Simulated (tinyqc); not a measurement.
# Changing the base width W

Model: minority-electron transport through the base of a bipolar transistor (Moll-Ross and Kroemer integrals). Computed by tinyqc, a small Python program. Command: `OMP_NUM_THREADS=1 python tinyqc.py 3004975 3004976 out.jsonl base sweep`. One thread of a shared host (Intel(R) Xeon(R) Processor @ 2.30GHz), about 0.01 s of CPU time with the checks.

Low injection, one dimension, x from the emitter edge (0) to the collector edge (W), s = x/W. Recombination is treated as a small correction (valid for tau_B well below tau_n), computed from the stored charge.

Inputs (values chosen for the exercise, modelled on SiGe): intrinsic density n_i at the emitter edge = 7.4e+10 1/cm^3; base doping at the emitter edge N_0 = 3.4e+19 1/cm^3; mu_min = 210 cm^2/(V s); mu_max = 1130 cm^2/(V s); N_ref = 1.5e+17 1/cm^3; saturation velocity v_s = 0.8 1e7 cm/s; electron lifetime tau_n = 1.1 ns; emitter Gummel number G_E = 5e+12 s/cm^4; base-emitter voltage V_BE = 0.72 V; temperature T = 300 K; doping ratio N_0/N(W) = 3; gap narrowing across the base dE_g = 53 meV.

Base doping profile: Gaussian. Gap grading: linear. Exit of the base: infinite sink.

Constants: k_B = 8.617333262e-05 eV/K; e = 1.602176634e-19 C.

Method:
- N(x) = N_0 (ratio)^(-s^2); n_i(x)^2 = n_i^2 exp(s dE_g/k_B T); D(x) = (k_B T/e) mu, mu = mu_min + (mu_max - mu_min)/(1 + (N/N_ref)^0.7).
- With y(x) = N n_i^2/(D n_i(x)^2): base Gummel number G_B = int_0^W y dx; J_C = e n_i^2 exp(e V_BE/k_B T)/G_B; n(x) = (J_C/e)(n_i(x)^2/(N n_i^2)) [int_x^W y dx]; transit time tau_B = (e/J_C) int n dx; trapezoid rule on 401 even points.
- Emitter-limited gain beta_E = G_E/G_B; recombination-limited gain beta_R = tau_n/tau_B; 1/beta = 1/beta_E + 1/beta_R; f_T from the base alone = 1/(2 pi tau_B).

One run for each value; columns: (1) base width W (nm); (2) base transit time tau_B (ps); (3) current gain beta; (4) f_T from the base alone (GHz); (5) mean velocity W/tau_B (1e7 cm/s); (6) share of the exit term in G_B (%):
```
(1)         (2)    (3)        (4)    (5)  (6)
10    3.613e-02  2.472  4.406e+03  2.768    0
18    1.170e-01  1.374  1.360e+03  1.538    0
32    3.699e-01  0.773  4.302e+02  0.865    0
56    1.133e+00  0.441  1.405e+02  0.494    0
100   3.613e+00  0.247  4.406e+01  0.277    0
180   1.170e+01  0.137  1.360e+01  0.154    0
320   3.699e+01  0.077  4.302e+00  0.087    0
560   1.133e+02  0.044  1.405e+00  0.049    0
1000  3.613e+02  0.025  4.406e-01  0.028    0
```

What does the table show, and why?

Over the rows, base transit time tau_B (ps) rises from 0.0361 to 361 (exponent d ln y / d ln x about 2.0 throughout); current gain beta falls from 2.47 to 0.0245 (exponent d ln y / d ln x about -1.0 throughout); f_T from the base alone (GHz) falls from 4410 to 0.441 (exponent d ln y / d ln x about -2.0 throughout). The exponent of base transit time tau_B stays at 2: diffusion, or drift in a field proportional to 1/W. The exponent of current gain beta stays between -1.01 and -1.00, near -1: emitter-limited gain, or recombination with a transit time limited by the exit velocity.

Caution (rows 10.0, 18.0, 32.0): the mean velocity exceeds v_s, so drift-diffusion with a low-field mobility overstates the speed. Caution (rows 10.0, 18.0): the base is only a few mean free paths wide, so transport is partly ballistic. Caution (rows 32.0, 56.0, 100, 180, 320, 560, 1000): a current gain below 1 is far from a working transistor: the base is too heavily doped or too wide for this emitter and lifetime.
